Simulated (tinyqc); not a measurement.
Permittivity of the insulator from five potentials.

Question. A node lies on a semiconductor-insulator interface. Steps: hs = tb/3 down into the semiconductor, ho = tox/2 up into the insulator, hy = L/7 sideways. The flux balance of its box reads eox (hy/ho)(above - node) + eps_r (hy/hs)(below - node) + [(eps_r hs + eox ho)/(2 hy)](left + right - 2 node) - q Na (hs/2) hy/eps0 = 0. Find eox.

Inputs (values chosen for the exercise); semiconductor permittivity close to that of silicon:
- eps_r = 11.9 (relative permittivity of the semiconductor)
- tb = 8 nm (half the body thickness)
- tox = 7 nm (insulator thickness)
- L = 63 nm (channel length)
- Na = 0 cm^-3 (acceptor density of the depleted body)

Constants: q = 1.602176634e-19 C, eps0 = 8.8541878128e-14 F/cm where lengths are in cm. Results are converted to the units shown.

psi (V): node 0.046082283, above 0.034581019, below 0.058601572, left 0.064328349, right 0.063548537

Solution. The balance is linear in eox.

eox = 25.0

tinyqc, about 0.1 s, one thread, Intel Xeon 2.30GHz (shared host): `OMP_NUM_THREADS=1 python tinyqc.py 2480157 2480158 out.jsonl`
